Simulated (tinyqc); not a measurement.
Heisenberg magnet: exchange from energy differences, ordering vector, linear spin waves and ordering temperature: one step, computed by the program tinyqc.

H = -sum over pairs <ij> J_ij S_i.S_j - K sum_i (S_i^z)^2, each pair once, J > 0 ferromagnetic. First neighbours: 6 at a (1, 0, 0), second: 12 at a (1, 1, 0), with all permutations and signs.

Task: Energies of ordered states. J(q) = J1 g1(q) + J2 g2(q), g_s(q) = sum over shell s of cos(q.R). A classical spiral or collinear state of wave vector Q has the exchange energy -(S^2/2) J(Q) per site.

Inputs (values chosen for the exercise, for a model magnet): exchange J1 = -4.86 meV; exchange J2 = 0.47 meV; spin S = 0.5.

Lattice: simple cubic.

Give: States, Q in 2 pi/a.

Result:

States, Q in 2 pi/a:
```
Q,g1,g2,energy (meV/site)
"G (0, 0, 0)",6,12,2.94
"X (0.5, 0, 0)",2,-4,1.45
"M (0.5, 0.5, 0)",-2,-4,-0.98
"R (0.5, 0.5, 0.5)",-6,12,-4.35
```

The lowest of these is R (0.5, 0.5, 0.5), 3.370 meV per site below M (0.5, 0.5, 0).
